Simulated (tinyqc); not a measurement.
Threshold of a short bulk MOSFET: charge sharing, barrier lowering, narrow width: one step of the calculation.

n-channel device on a p-type body, depletion approximation, full ionisation. Uniform doping N = Na. Vbi from Boltzmann statistics is rough for the degenerate source. Cox = eps0 eox/tox.

Task. Long-channel threshold and scales. ni = sqrt(Nc Nv) exp(-Eg/(2 Vt)), Eg in volts; 2 pB = 2 Vt ln(N/ni); flat band Vfb - Vt ln(N/Na); Wd = sqrt(2 eps0 eps_r (2 pB - Vbs)/(q N)); body term q N Wd/Cox; long-channel VT0 = flat band + 2 pB + body term; Vbi = Vt ln(N Nsd/ni^2); scale length l = sqrt((eps_r/eox) tox Wd).

Inputs (values chosen for the exercise); band and dielectric values close to those of silicon:
```
symbol    value   unit                                                               meaning
T           250      K                                                           temperature
Eg         1.12     eV                                                              band gap
eps_r      11.7                                                        relative permittivity
Nc      2.12e19  cm^-3                                conduction-band density of states at T
Nv      2.03e19  cm^-3                                   valence-band density of states at T
eox        21.5         relative permittivity of the gate insulator (close to hafnium oxide)
tox          22     nm                                                   insulator thickness
Na       2.5e17  cm^-3                                                        channel doping
Nsd        1e20  cm^-3                                               source and drain doping
Vfb        -0.7      V                                   flat-band voltage for the doping Na
Vbs           0      V                                                   body-source voltage
```

Constants: q = 1.602176634e-19 C, kB = 1.380649e-23 J/K, Vt = kB T/q, eps0 = 8.8541878128e-14 F/cm where lengths are in cm. Results are converted to the units shown.

Give: N; 2 pB; flat band; Wd; body term; VT0; Vbi; l.

Result.

N = 2.500e17 cm^-3
2 pB = 0.9296 V
flat band = -0.7000 V
Wd = 69.34 nm
body term = 0.3210 V
VT0 = 0.5506 V
Vbi = 1.059 V
l = 28.81 nm

Numbers from tinyqc (`OMP_NUM_THREADS=1 python tinyqc.py 2002208 2002209 out.jsonl`; about 0.01 s on one thread of a shared Intel Xeon 2.30GHz).
